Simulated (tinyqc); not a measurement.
Three-phonon processes in a diatomic chain: dispersion, energy and momentum conservation, and decay channels of optical phonons: one step, computed by the program tinyqc. Command: `OMP_NUM_THREADS=1 python tinyqc.py 3121495 3121496 out.jsonl threeph walk`. One thread of a shared host (Intel(R) Xeon(R) Processor @ 2.30GHz), about 0.04 s of CPU time with the checks.

Cell length a, two atoms, one spring constant. x = q a/pi runs from -1 to 1; A and O are the acoustic and optical branches. Matrix elements are not computed: only conservation laws and occupation factors are followed.

Task: Dispersion. omega^2 = k (1/m + 1/M) -/+ k sqrt((1/m + 1/M)^2 - 4 sin^2(pi x/2)/(m M)); nu = 15.6333042 THz x sqrt(omega^2) for eV/(angstrom^2 u).

Inputs (values chosen for the exercise, for a model chain): light mass m = 14 u; heavy mass M = 22.5 u; spring constant k = 11 eV/angstrom^2.

Constants: nu for 1 eV/(angstrom^2 u) = 15.6333042 THz.

Give: the table «Branches» with the columns nu_A (THz), nu_O (THz), for x = 0.10, 0.20, 0.35, 0.50, 0.65, 0.80, 0.90, 1.00.

Result:

Branches:
```
x     nu_A (THz)  nu_O (THz)
0.10       1.904      24.888
0.20       3.795      24.670
0.35       6.574      24.079
0.50       9.238      23.188
0.65      11.721      22.037
0.80      13.895      20.735
0.90      14.995      19.954
1.00      15.459      19.597
```
